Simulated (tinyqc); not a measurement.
Worked calculation: Bloch-Grueneisen resistivity of a metal. Computed by tinyqc, a small Python program that keeps every step. Command: `OMP_NUM_THREADS=1 python tinyqc.py 3026128 3026129 out.jsonl bg walk`. One thread of a shared host (Intel(R) Xeon(R) Processor @ 2.30GHz), about 0.01 s of CPU time with the checks. Intermediate numbers are printed to about 6 digits and carried at full precision; extremes and crossings named in words are read from the listed rows.

Electrons scatter from a Debye spectrum of phonons (n = 5 for scattering within one band, n = 3 for scattering into a second, heavy band) and from static defects.

Inputs (values chosen for the exercise, modelled on nickel):

| quantity | value | unit |
|---|---|---|
| exponent n | 5 | - |
| Debye temperature Theta | 392 | K |
| transport coupling lambda_tr | 0.26 | - |
| Drude plasma energy hbar w_p | 6.3 | eV |
| residual resistivity rho_0 | 0.44 | microohm cm |
| temperature T | 400 | K |

Addition: none.

Constants: k_B = 1.380649e-23 J/K; hbar = 1.054571817e-34 J s; eps_0 = 8.8541878128e-12 F/m; hbar = 6.582119569e-16 eV s; k_B = 8.617333262e-05 eV/K.

## Scale of the phonon resistivity

rho_ph = (n - 1) rho_1 (T/Theta)^n J_n(Theta/T), with rho_1 = 2 pi lambda_tr k_B Theta/(hbar eps_0 w_p^2), the high-temperature line at T = Theta.

rho_1 = 10.3359 microohm cm

## The integral and the phonon part

J_n(y) = int_0^y x^n e^x/(e^x - 1)^2 dx, by 96 Gauss-Legendre points (upper limit at most 60).

Theta/T = 0.98

J_n = 0.218719

phonon resistivity rho_ph = 10.0038 microohm cm

This is 94.9 % of the straight line rho_1 T/Theta.

## Total resistivity and derived numbers

Matthiessen's rule: rho = rho_0 + rho_ph. Temperature coefficient (1/rho) d rho/dT by a central difference of +/- 0.5 K; residual ratio rho(295 K)/rho(4.2 K); scattering time tau = 1/(eps_0 w_p^2 rho); Wiedemann-Franz kappa = L_0 T/rho, L_0 = (pi^2/3)(k_B/e)^2.

resistivity rho = 10.4438 microohm cm

temperature coefficient = 2.64553 1e-3/K

residual resistance ratio = 17.0525

scattering time = 11.8044 fs

Wiedemann-Franz conductivity = 93.5680 W/(m K)

The coefficient is 1.06 times 1/T; it exceeds 1/T because the phonon part, extended linearly, meets zero above T = 0. Caution: scattering from magnetic disorder, left out here, raises the resistivity of this ferromagnet well above the phonon value.

## Limits of the phonon part

Low T: (n - 1) n! zeta(n) rho_1 (T/Theta)^n. High T: rho_1 (T/Theta) [1 - (n - 1)/(12 (n + 1)) (Theta/T)^2].

Resistivities (microohm cm):

| T (K) | rho_ph | low-T law | straight line | line with correction | total rho |
|---|---|---|---|---|---|
| 12 | 1.38297e-04 | 1.38297e-04 | 0.3164 | - | 0.4401 |
| 20 | 1.77835e-03 | 1.77851e-03 | 0.5273 | - | 0.4418 |
| 31 | 1.57044e-02 | 1.59117e-02 | 0.8174 | - | 0.4557 |
| 47 | 1.07549e-01 | 1.27467e-01 | 1.2393 | - | 0.5475 |
| 78 | 6.55242e-01 | 1.60465e+00 | 2.0566 | - | 1.0952 |
| 140 | 2.46069e+00 | 2.98915e+01 | 3.6914 | 2.0836 | 2.9007 |
| 200 | 4.29231e+00 | 1.77851e+02 | 5.2734 | 4.1480 | 4.7323 |
| 310 | 7.48912e+00 | 1.59117e+03 | 8.1738 | 7.4477 | 7.9291 |
| 470 | 1.19258e+01 | 1.27467e+04 | 12.3925 | 11.9136 | 12.3658 |
| 780 | 2.02805e+01 | 1.60465e+05 | 20.5663 | 20.2777 | 20.7205 |

The low-T law holds to 10 % up to 31 K, the straight line from 310 K on. The local exponent of rho_ph falls from 5.00 to 1.05. Phonons overtake the residual resistivity between 47.0 and 78.0 K.

Checks made by the program: J_n at large argument against n! zeta(n) (relative difference below 1e-10).
